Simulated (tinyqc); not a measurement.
Gamma, L and X subbands of a thin body with non-parabolic valleys, step by step. Values are carried at full precision from step to step, so a last printed digit may differ when a step is redone from the rounded ones.

Hard walls, flat band, c = hbar^2/2m0, energies from the bulk Gamma edge. For a valley at angle theta to the normal 1/m_z = cos^2/ml + sin^2/mt and m_d = sqrt(ml mt^2/m_z). Subband n starts at E_v + e with e (1 + a e) = c (n pi/t)^2/m_z, and its density-of-states mass is taken as m_d (1 + 2 a e), without further growth at higher in-plane energy. Groups are named by valley and degeneracy.

Constants: hbar^2/2m0 = 3.80998211 eV angstrom^2; kB = 8.617333262e-05 eV/K.

Inputs chosen for the exercise (near those of a thin GaAs channel; not measured data):
- face = 111 (surface)
- mG = 0.0675 m0 (Gamma mass)
- aG = 0.58 1/eV (Gamma non-parabolicity)
- EL = 0.34 eV (L edge above Gamma)
- mL = (1.889, 0.076) m0 (L valleys (four, along <111>): ml, mt)
- EX = 0.446 eV (X edge above Gamma)
- mX = (1.289, 0.223) m0 (X valleys (three, along <100>): ml, mt)
- aS = 0.36 1/eV (non-parabolicity of L and X)
- t = 30 angstrom (body thickness)
- Ns = 11 x 1e12/cm^2 (sheet density)
- T = 300 K (temperature)
- eot = 11 angstrom (equivalent oxide thickness)

## Valley groups

List degeneracy, edge, m_z, m_d and a.

Groups:
```
group  g  E_v (eV)     m_z     m_d  a (1/eV)
G1     1     0.000  0.0675  0.0675      0.58
L1     1     0.340  1.8890  0.0760      0.36
L3     3     0.340  0.0851  0.3581      0.36
X3     3     0.446  0.3079  0.4563      0.36
```

## Subband edges

n = 1 to 8 for each group; list the ten lowest.

Subbands:
```
subband  g  E (eV)  DOS mass
L1 n=1   1  0.3619    0.0772
L1 n=2   1  0.4258    0.0807
G1 n=1   1  0.4834    0.1054
L1 n=3   1  0.5265    0.0862
X3 n=1   3  0.5757    0.4989
L1 n=4   1  0.6576    0.0934
L3 n=1   3  0.7658    0.4679
L1 n=5   1  0.8126    0.1019
X3 n=2   3  0.9110    0.6091
L1 n=6   1  0.9860    0.1113
```

The lowest subband is L1 n=1, 64 meV below L1 n=2; in the bulk the lowest valley is Gamma.

## Filling and quantum capacitance

n_i = g m/(2 pi c) kB T ln(1 + exp((EF - E_i)/kB T)), sum n_i = Ns (1e12/cm^2 = 1e-4/angstrom^2), c = hbar^2/2m0. Quantum capacitance Cq = 1602.176634 sum g m/(2 pi c) f_i in microfarad/cm^2 with f_i = 1/(1 + exp((E_i - EF)/kB T)); Cox = 34.5313/eot (one gate); C/Cox = Cq/(Cq + Cox), the centroid term left out.

Over the ten listed subbands, named by valley (G, L, X), degeneracy and number.

EF = 0.5113 eV

n_i in the order of the list (1e12/cm^2): 4.820  2.914  1.561  0.411  1.290  0.004  0.001  0.000  0.000  0.000

Cq = 25.39 microfarad/cm^2
Cox = 3.139 microfarad/cm^2
C/Cox = 0.890

EF lies 149 meV above the lowest edge; Gamma holds 14 % of the electrons. The density of states is ample: only 11 % of the gate capacitance is lost.

## Checks

- Cq against the slope dNs/dEF by finite differences, microfarad/cm^2: both 25.39.

Program tinyqc; command `OMP_NUM_THREADS=1 python tinyqc.py 1252258 1252259 out.jsonl`; about 0.02 s on one thread of a shared Intel(R) Xeon(R) Processor @ 2.30GHz.
